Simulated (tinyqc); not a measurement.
Strain-driven roughening and islands of a mismatched epitaxial film: one step, computed by the program tinyqc.

Film and substrate share isotropic elastic constants; the film is coherent and biaxially strained.

Task: A ripple of given wavelength. A ripple A cos(k x) has the surface chemical potential per volume [gamma k^2 - 2 (1 + nu) w k] A cos(k x), so k_c = 2 (1 + nu) w/gamma. With surface diffusion the amplitude grows at the rate q = B k^2 [2 (1 + nu) w k - gamma k^2], fastest at k_m = (3/4) k_c. B is the surface mobility. Stress at the trough = stress x (1 + 2 k A).

Inputs (values chosen for the exercise, modelled on Si(0.5)Ge(0.5) on Si):
```
quantity                                     value       unit
Poisson ratio nu                              0.26          -
surface energy gamma                          1.13      J/m^2
surface mobility D_s nu_s Omega^2/(k_B T)  1.4e-35  m^6/(J s)
initial ripple amplitude A0                   0.25         nm
ripple wavelength over the critical one        2.1          -
```

Transport: surface diffusion.

k_c = 0.1903550 1/nm

energy density w = 85.35759 MJ/m^3

growth time 1/q at k_m = 456.4706 s

Give: k; rate q; q over the largest rate; stress concentration at A0.

Result:

k = 0.09065 1/nm

rate q = 0.001175 1/s

q over the largest rate = 0.5363

stress concentration at A0 = 1.045

The ripple grows.
